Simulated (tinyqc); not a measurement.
# Van der Pauw, Hall and four-point-probe measurements on a doped layer: correction factor against the shape of the sample

A uniform p-type layer with sheet resistance Rs = 1/(q ns mu), point contacts, low field (mu B small).

Rs = 1/(q ns mu). For a rectangle with contacts at the corners, RA = (8 Rs/pi) sum_(k>=0) ln coth((2k + 1) pi a/(2 b)) with current along a short side b and voltage along the opposite one, RB the same with a and b exchanged. ar = a/b. F = Rs/[(pi/ln 2)(RA + RB)/2]; small-asymmetry estimate 1 - (ln 2/2) d^2 - ((ln 2)^2/4 - (ln 2)^3/12) d^4 with d = (RB - RA)/(RB + RA).

Values chosen for this exercise: sheet density of the layer ns = 3.4e13 cm^-2; drift mobility mu = 17 cm^2/(V s).

Constants: q = 1.602176634e-19 C. Results are converted to the units shown.

Correction factor against the shape of the sample:
```
ar	RA (ohm)	RB (ohm)	RB/RA	F	estimate of F
1	2383	2383	1.000	1.000	1.000
1.23	1155	4311	3.734	0.8718	0.8741
1.46	560.3	6512	11.62	0.6738	0.7082
1.69	272.0	8854	32.55	0.5221	0.6213
1.91	136.3	1.116e4	81.92	0.4217	0.5862
2.14	66.16	1.361e4	205.8	0.3484	0.5713
2.37	32.12	1.608e4	500.6	0.2958	0.5653
2.6	15.59	1.855e4	1190	0.2566	0.5628
```

RB/RA rises from 1.00 to 1190 and F falls from 1.00 to 0.257. The estimate is 5.1 % above F at a/b = 1.46 and 2.19 times it in the last row. RA shrinks about as exp(-pi a/b): by a factor of 2.06 between the last two rows, against 2.06.

Numbers from tinyqc (`OMP_NUM_THREADS=1 python tinyqc.py 2850212 2850213 out.jsonl`; about 0.03 s on one thread of a shared Intel Xeon 2.30GHz).
